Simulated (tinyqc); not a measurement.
Inputs raised by 5 %, one at a time: Heisenberg spin cluster by exact diagonalisation: multiplets, susceptibility, level crossings. Computed by tinyqc, a small Python program. Command: `OMP_NUM_THREADS=1 python tinyqc.py 3009807 3009808 out.jsonl spincl sens`. One thread of a shared host (Intel(R) Xeon(R) Processor @ 2.30GHz), about 0.01 s of CPU time with the checks.

H = J1 sum S_i.S_j over the bonds 1-2, 2-3 + J2 sum over 1-3 - g mu_B B S_z; J > 0 is antiferromagnetic.

Inputs (values chosen for the exercise, for a model cluster): exchange J1 = -7.23 meV; exchange J2 = -3.7 meV; g factor = 2.19; temperature T = 210 K.

Cluster: triangle, two J1 bonds and one J2 bond. Spin s of each site: 1.

Constants: k_B = 8.617333262e-05 eV/K.

Method. Every multiplet has one member in the block S_z = 0; diagonalise it and read the total spin from <S^2> = S (S + 1). Z = sum k (2S + 1) exp(-E/(k_B T)) over the table, k the number of multiplets; <S^2> likewise with the factor S (S + 1); chi T = N_A g^2 mu_B^2 <S^2>/(3 k_B) = 0.125049 g^2 <S^2> cm^3 K/mol (cgs, per mole of clusters); C = (<E^2> - <E>^2)/(k_B T)^2; entropy = ln Z + <E>/(k_B T).

Runs:
```
input moved         from       to  chi T (cm^3 K/mol)  heat capacity (k_B)  gap to the next level (meV)  ground energy (meV)
base run               -        -               5.227               0.4164                      14.6300              -18.160
exchange J1 (meV)  -7.23  -7.5915               5.282               0.4408                      14.9915              -18.883
exchange J2 (meV)   -3.7   -3.885               5.245               0.4237                      15.0000              -18.345
g factor            2.19   2.2995               5.763               0.4164                      14.6300              -18.160
temperature T (K)    210    220.5               5.156               0.3858                      14.6300              -18.160
```

Exponents ln(y'/y) / ln(x'/x):
```
input           chi T  heat capacity  gap to the next level  ground energy
exchange J1     0.215          1.168                  0.500          0.800
exchange J2     0.070          0.360                  0.512          0.208
g factor        2.000          0.000                  0.000          0.000
temperature T  -0.280         -1.563                  0.000          0.000
```

Among the inputs moved here: chi T answers most in size to g factor (exponent +2.000), next to temperature T (-0.280). Its exponent +2.000 in g factor: chi carries g^2. Heat capacity answers most in size to temperature T (exponent -1.563), next to exchange J1 (+1.168); its exponent is below 0.0005 for g factor. gap to the next level answers most in size to exchange J2 (exponent +0.512), next to exchange J1 (+0.500); its exponent is below 0.0005 for g factor, temperature T. ground energy answers most in size to exchange J1 (exponent +0.800), next to exchange J2 (+0.208); its exponent is below 0.0005 for g factor, temperature T.
